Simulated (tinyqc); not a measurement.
Worked calculation: phonon transmission through an interface between two chains by Green functions. Computed by tinyqc, a small Python program that keeps every step. Command: `OMP_NUM_THREADS=1 python tinyqc.py 3025620 3025621 out.jsonl agf walk`. One thread of a shared host (Intel(R) Xeon(R) Processor @ 2.30GHz), about 0.01 s of CPU time with the checks. Intermediate numbers are printed to about 6 digits and carried at full precision; extremes and crossings named in words are read from the listed rows.

Two semi-infinite chains (masses m_1, m_2; springs k_1, k_2), motion along the chain. The central region holds the end atom of each chain and two interlayer atoms of mass m_b, joined by springs k_b. lambda = omega^2 in eV/(angstrom^2 u); nu = 15.6333042 THz x sqrt(lambda).

Inputs (values chosen for the exercise, for two model chains): mass m_1 = 20.9 u; spring k_1 = 5.8 eV/angstrom^2; mass m_2 = 68.1 u; spring k_2 = 5.92 eV/angstrom^2; junction spring k_b = 8.56 eV/angstrom^2; interlayer mass m_b = 58.5 u; probe frequency / lower band top = 0.82; temperature T = 500 K.

Atoms in the interlayer: two.

Constants: nu for 1 eV/(angstrom^2 u) = 15.6333042 THz; h x 1 THz = 4.135667696 meV; k_B = 8.617333262e-05 eV/K; k_B = 1.380649e-23 J/K; h = 6.62607015e-34 J s.

## Band tops and impedances

nu_max = 15.6333042 THz x 2 sqrt(k/m); impedance Z = sqrt(k m); long-wave transmission 4 Z_1 Z_2/(Z_1 + Z_2)^2; the probe frequency is the given share of the lower band top.

band top of chain 1 = 16.4711 THz

band top of chain 2 = 9.21867 THz

Z_1 = 11.0100 sqrt(eV u)/angstrom

Z_2 = 20.0786 sqrt(eV u)/angstrom

long-wave transmission = 0.914909

probe frequency = 7.55931 THz

## Self-energies and the matrix at the probe frequency

In chain i, sin(q_i a/2) = nu/nu_max,i. An outgoing wave makes the next atom move as exp(i q_i a) times the end atom, so the lead adds the self-energy Sigma_i = -k_i exp(i q_i a) to the force-constant matrix; Gamma_i = -2 Im Sigma_i = 2 k_i sin(q_i a). A = lambda M - K - Sigma over the central atoms, with K_ii the sum of the springs at i, K_(i,i+1) = -k_b; G = inverse of A; transmission = Gamma_1 Gamma_2 |G_(first,last)|^2.

q_1 a = 0.953614 rad

q_2 a = 1.92282 rad

Gamma_1 = 9.45994 eV/angstrom^2

Gamma_2 = 11.1139 eV/angstrom^2

A (complex symmetric) (eV/angstrom^2), rows end of 1, layer 1, layer 2, end of 2:
```
[[-6.11669+4.72997i, 8.56000, 0.00000, 0.00000],
 [8.56000, -3.44214, 8.56000, 0.00000],
 [0.00000, 8.56000, -3.44214, 8.56000],
 [0.00000, 0.00000, 8.56000, -0.59878+5.55696i]]
```

## Transmission at the probe frequency

The formulas are those given above.

G_(first,last) = -0.0645202+0.0618651i angstrom^2/eV

transmission = 0.840060

It is below the long-wave value 0.915.

## Thermal conductance

Landauer conductance G = k_B int tau(nu) x^2 e^x/(e^x - 1)^2 d nu, x = h nu/(k_B T), from 0 to the lower band top (240 Gauss-Legendre points in s from 0 to 1, nu = nu_top sin(pi s/2)); tau is the transmission, and its thermal mean is G over the value for tau = 1 in the same window; the quantum is g_0 = pi^2 k_B^2 T/(3 h).

conductance G = 102.930 pW/K

thermal mean of the transmission = 0.826263

G/g_0 = 0.217512

## Transmission spectrum against simple models

Long-wave value 4 Z_1 Z_2/(Z_1 + Z_2)^2. Continuum estimate, with omega = sqrt(lambda): a slab of impedance Z_b = sqrt(k_b m_b) and phase p = omega x (number of interlayer atoms) x sqrt(m_b/k_b), tau = 4 Z_1 Z_2/[(Z_1 + Z_2)^2 cos^2 p + (Z_b + Z_1 Z_2/Z_b)^2 sin^2 p].

Transmission:
```
nu/nu_top  nu (THz)  Green function  long-wave value  continuum estimate
0.05        0.46093        0.911297         0.914909            0.913261
0.15        1.38280        0.886150         0.914909            0.901179
0.25        2.30467        0.852143         0.914909            0.882136
0.35        3.22653        0.829813         0.914909            0.863545
0.45        4.14840        0.834230         0.914909            0.851873
0.55        5.07027        0.870361         0.914909            0.850797
0.65        5.99213        0.921395         0.914909            0.860642
0.75        6.91400        0.922350         0.914909            0.878348
0.85        7.83587        0.779179         0.914909            0.897885
0.92        8.48117        0.585361         0.914909            0.908632
0.98        9.03429        0.324364         0.914909            0.913904
```

The transmission starts at the impedance value 0.915 and vanishes at the lower band top, 9.22 THz, above which chain 2 has no states. It first falls below half of that value at nu/nu_top = 0.98. The continuum estimate is within 0.05 up to nu/nu_top = 0.55; it leaves out dispersion, and it puts the faces of the slab half a spring from its outer atoms.

## Conductance against temperature

The formulas are those given above.

Conductance:
```
T (K)  G (pW/K)  mean transmission     G/g_0  G for transmission 1 (pW/K)
1      0.865843           0.914850  0.914850                     0.946431
5       4.32264           0.913462  0.913462                      4.73216
20      16.9882           0.897485  0.897485                      18.9286
50      41.1432           0.873173  0.869438                      47.1191
100     71.6624           0.852583  0.757185                      84.0532
200     93.6163           0.834329  0.494575                      112.206
400     101.835           0.827214  0.268997                      123.106
800     104.146           0.825207  0.137551                      126.206
```

At 1 K G/g_0 = 0.915; as T goes to 0 it tends to the long-wave transmission, where only the impedances count. Towards high T all modes count more and more alike; at 800 K G is 104 pW/K and the mean transmission is 0.825, which is at least 0.7 of the low-T value.

Checks made by the program: low-frequency limit against the impedance formula (relative difference 2e-08); unitarity: Gamma_1 |G_11|^2 + Gamma_2 |G_1N|^2 = -2 Im G_11 (relative difference below 1e-10); conductance against a 1500-point midpoint sum (relative difference below 1e-10).
